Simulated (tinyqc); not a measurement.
# Worked calculation: capacitance measurement on a leaky thin oxide: effects of series resistance and leakage

Numbers from tinyqc (`OMP_NUM_THREADS=1 python tinyqc.py 2022173 2022174 out.jsonl`; about 0.01 s on one thread of a shared Intel Xeon 2.30GHz). Printed values are rounded.

The device is a capacitance C in parallel with a leakage conductance G, in series with Rs and Ls. An impedance meter reports either a parallel pair (Cp, Gp) from Y = 1/Z = Gp + i w Cp or a series pair (Cs, Rm) from Z = Rm + 1/(i w Cs); w = 2 pi f, dissipation D = Gp/(w |Cp|).

Parameters, values chosen for the exercise; values of the order met in thin-oxide MOS capacitors:
- eox = 9.12 (relative permittivity of the gate insulator (close to aluminium oxide))
- tox = 2.1 nm (insulator thickness)
- A = 100 um^2 (gate area)
- zc = 0.45 nm (oxide-equivalent thickness added by the accumulation layer)
- zp = 0 nm (oxide-equivalent thickness added by gate depletion)
- Jg = 0.48 A/cm^2 (gate leakage current density, not matched to the thickness)
- Vs = 0.34 V (voltage for an e-fold rise of the leakage)
- Rs = 63 ohm (series resistance)
- Ls = 120 nH (series inductance)
- f = 1e5 Hz (measuring frequency)

Constants: eps0 = 8.8541878128e-14 F/cm where lengths are in cm. Results are converted to the units shown.

## True capacitance and conductance

EOT = 3.9 tox/eox; CET = EOT + zc + zp; C = 3.9 eps0 A/CET; G = Jg A/Vs.

EOT = 0.898026 nm
CET = 1.34803 nm
C = 2.56162 pF
G = 1.41176 uS

## What the meter reports

Z = Rs + i w Ls + 1/(G + i w C).

Z = (3.08065-3.51145i) x 1e5 ohm
Cp = 2.56117 pF
Gp = 1.41180 uS
Cs = 4.53246 pF
D = 0.877317

Cp is 0.018 % below C and Cs is 77 % above it; G Rs = 8.89e-5, w C Rs = 1.01e-4 and G/(w C) = 0.877.
